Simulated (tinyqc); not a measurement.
# Off-state leakage of single and stacked transistors: two studies

n-channel devices of unit width. Subthreshold current I(Vg, Vs, Vd) = I0 (T/300 K)^0.5 exp[(Vg - Vs - VT(T) - gb (Vs - Vb) + dd (Vd - Vs))/(nf Vt)] (1 - exp(-(Vd - Vs)/Vt)), VT(T) = VT - cT (T - 300 K). Gate-edge tunnelling Ig (Vd/1 V) exp(ag (Vd - 1 V)), for a gate at 0 V, and band-to-band leakage Ab u exp(-Bb/u), u = Vd - Vb + 1 V, flow at a drain held at V; both are taken as independent of T. In a stack of off transistors (all gates at 0 V) the same subthreshold current passes through each.

Values chosen for this exercise; values of the order met in bulk silicon logic transistors:
```
symbol,value,unit,meaning
T,330,K,temperature
V,0.9,V,supply voltage
VT,0.34,V,"threshold at 300 K, zero drain and body bias"
cT,0.9,mV/K,fall of the threshold with temperature
I0,0.13,uA/um,current at threshold at 300 K
nf,1.18,,slope factor
dd,0.08,,drain-induced lowering per volt
gb,0.18,,rise of the threshold per volt of source-body bias
Ig,4e-6,uA/um,gate-edge tunnelling current at 1 V
ag,4.6,1/V,exponential slope of the gate current
Ab,20,uA/(um V),prefactor of band-to-band leakage at the drain
Bb,27,V,its exponential voltage
Vb,0,V,body voltage
```

Constants: q = 1.602176634e-19 C, kB = 1.380649e-23 J/K, Vt = kB T/q. Results are converted to the units shown.

Each table varies one quantity; the others keep the values above.

## Subthreshold current against the height of the stack

All n gates at 0 V, bottom source at 0 V, top drain at V; node voltages follow from equal currents.

Result of one run:

| n | I (nA/um) | reduction factor | drain voltage of the bottom device (mV) | source voltage of the top device (mV) | voltage across the top device (V) |
|---|---|---|---|---|---|
| 3 | 0.0061536 | 16.842 | 18.882 | 75.204 | 0.82480 |

What becomes of these results when the number of transistors in series n is changed from 3 to 4, all else the same?

Result of the changed run:

| n | I (nA/um) | reduction factor | drain voltage of the bottom device (mV) | source voltage of the top device (mV) | voltage across the top device (V) |
|---|---|---|---|---|---|
| 4 | 0.0041121 | 25.203 | 11.391 | 85.940 | 0.81406 |

The whole series:

| n | I (nA/um) | reduction factor | drain voltage of the bottom device (mV) | source voltage of the top device (mV) | voltage across the top device (V) |
|---|---|---|---|---|---|
| 1 | 0.10364 | 1.0000 | 900.00 | 0 | 0.90000 |
| 2 | 0.012047 | 8.6025 | 57.313 | 57.313 | 0.84269 |
| 3 | 0.0061536 | 16.842 | 18.882 | 75.204 | 0.82480 |
| 4 | 0.0041121 | 25.203 | 11.391 | 85.940 | 0.81406 |
| 5 | 0.0030828 | 33.618 | 8.1569 | 93.612 | 0.80639 |
| 6 | 0.0024639 | 42.062 | 6.3514 | 99.580 | 0.80042 |

The second transistor cuts the current by a factor of 8.60, the third by a further 1.96 and the sixth by 1.25. The top device keeps 88.9 % of the supply at n = 6, while the drain voltage of the bottom one falls to 0.223 Vt.

## Leakage components against the threshold

Same model as above.

One transistor with Vg = Vs = 0, Vd = V; stack factor I(one)/I(two in series).

The same in every row: gate edge (nA/um) = 0.002273; band-to-band (nA/um) = 0.02560; stack factor = 8.603.

Results:

| VT (V) | subthreshold (nA/um) | total (nA/um) | largest part |
|---|---|---|---|
| 0.15 | 29.82 | 29.85 | subthreshold |
| 0.2 | 6.721 | 6.749 | subthreshold |
| 0.3 | 0.3414 | 0.3692 | subthreshold |
| 0.35 | 0.07693 | 0.1048 | subthreshold |
| 0.4 | 0.01734 | 0.04521 | band-to-band |
| 0.45 | 0.003907 | 0.03178 | band-to-band |
| 0.5 | 8.805e-4 | 0.02875 | band-to-band |
| 0.55 | 1.984e-4 | 0.02807 | band-to-band |
| 0.6 | 4.472e-5 | 0.02792 | band-to-band |

Estimate the missing row, VT = 0.25 V.

Computed row:

| VT (V) | subthreshold (nA/um) | total (nA/um) | largest part |
|---|---|---|---|
| 0.25 | 1.515 | 1.543 | subthreshold |

With this row back in the table: As VT goes from 0.15 to 0.6, the total leakage falls from 29.9 to 0.0279 nA/um. The subthreshold part leads at VT = 0.15, the band-to-band part from 0.4 on. The reduction by a stack of two stays at 8.60, for the subthreshold part alone. For VT = 0.15, 0.2 the gate is within about 3 nf Vt of threshold, where the exponential law overstates the current.

Program tinyqc, `OMP_NUM_THREADS=1 python tinyqc.py 2242027 2242028 out.jsonl`; Intel Xeon 2.30GHz, shared host, one thread, about 0.04 s.
